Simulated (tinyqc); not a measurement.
Undoped gate-all-around wire MOSFET, analytic charge model: one step of the calculation.

An undoped round wire of radius R under an insulator shell and a surrounding gate; long channel, electrons only, n = ni exp((psi - V)/Vt) with V the quasi-Fermi potential (0 at the source, Vd at the drain), constant mobility, no quantisation. The radial Poisson equation gives n(r) = n(0)/(1 - (1 - b) r^2/R^2)^2 with b = Q0/(Q + Q0). Q is the electron charge per area of the wire surface.

Task. Constants of the wire. ni = sqrt(Nc Nv) exp(-Eg/(2 Vt)), Eg in volts; Cox = eps0 eox/(R ln(1 + tox/R)); Q0 = 4 eps0 eps_r Vt/R; V0 = dphi + Vt ln[8 eps0 eps_r Vt/(q ni R^2)].

Parameters, values chosen for the exercise; material values close to those of silicon: temperature T = 400 K; band gap Eg = 1.1 eV; relative permittivity of the semiconductor eps_r = 11.9; conduction-band density of states at T Nc = 4.36e19 cm^-3; valence-band density of states at T Nv = 4.02e19 cm^-3; relative permittivity of the gate insulator eox = 4; insulator thickness tox = 3.8 nm; wire radius R = 4 nm; gate work function less that of the intrinsic body dphi = 0.13 V.

Constants: q = 1.602176634e-19 C, kB = 1.380649e-23 J/K, Vt = kB T/q, eps0 = 8.8541878128e-14 F/cm where lengths are in cm. Results are converted to the units shown.

Give: ni; Cox; Q0; V0.

Result.

ni = 4.9222e12 cm^-3
Cox = 1.3258 uF/cm^2
Q0 = 363.19 nC/cm^2
V0 = 0.63496 V

Numbers from tinyqc (`OMP_NUM_THREADS=1 python tinyqc.py 2460101 2460102 out.jsonl`; about 0.03 s on one thread of a shared Intel Xeon 2.30GHz).
